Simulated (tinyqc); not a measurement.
Abrupt p-n junction, non-linear Poisson equation by Newton steps: one step of the calculation.

One dimension, p side on the left, n side on the right; net doping C = -Na for x < 0 and +Nd for x > 0. The potential psi is counted from the intrinsic level, and the quasi-Fermi potentials are flat: 0 for holes and -V for electrons, so n = ni exp((psi + V)/Vt) and p = ni exp(-psi/Vt) (Boltzmann statistics, full ionisation, no current). Under reverse bias this makes the minority densities vanishingly small everywhere; they play no part in the charge.

Task. Check against the exact first integral and the depletion approximation. ni = sqrt(Nc Nv) exp(-Eg/(2 Vt)), Eg in volts. Exact first integral for an abrupt junction with thick neutral sides: psi_p = -Vt ln(Na/ni), psi_n = Vt ln(Nd/ni) - V, psi_j = (Nd psi_n + Na psi_p - Vt (Nd - Na))/(Na + Nd) at the junction, n_j = ni exp((psi_j + V)/Vt), p_j = ni exp(-psi_j/Vt), and E_j^2 = (2 q/(eps0 eps_r)) [Nd (psi_n - psi_j - Vt) + Vt (n_j + p_j)] (minority densities of the neutral sides neglected). Depletion approximation: Vbi = Vt ln(Na Nd/ni^2), W = sqrt(2 eps0 eps_r (Vbi - V)(1/Na + 1/Nd)/q), xp = W Nd/(Na + Nd), xn = W Na/(Na + Nd), peak field 2 (Vbi - V)/W, capacitance eps0 eps_r/W.

Values chosen for this exercise; band and dielectric values close to those of gallium nitride:
```
symbol    value   unit                                 meaning
T           250      K                             temperature
Eg         3.37     eV                                band gap
eps_r      9.47                          relative permittivity
Nc      1.77e18  cm^-3  conduction-band density of states at T
Nv      3.54e19  cm^-3     valence-band density of states at T
Na       6.8e17  cm^-3          acceptor density of the p side
Nd       2.9e18  cm^-3             donor density of the n side
V          -5.8      V   bias of the p side against the n side
```

Constants: q = 1.602176634e-19 C, kB = 1.380649e-23 J/K, Vt = kB T/q, eps0 = 8.8541878128e-14 F/cm where lengths are in cm. Results are converted to the units shown.

Give: psi_j; exact field at the junction; Vbi; W; peak field in the depletion approximation.

Result.

psi_j = 5.7224 V
exact field at the junction = 1380.4 kV/cm
Vbi = 3.2955 V
W = 131.47 nm
peak field in the depletion approximation = 1383.7 kV/cm

Range of the model: The donor density exceeds a fifth of the band density of states, where Boltzmann statistics begin to fail.

tinyqc, about 0.05 s, one thread, Intel Xeon 2.30GHz (shared host): `OMP_NUM_THREADS=1 python tinyqc.py 2000152 2000153 out.jsonl`
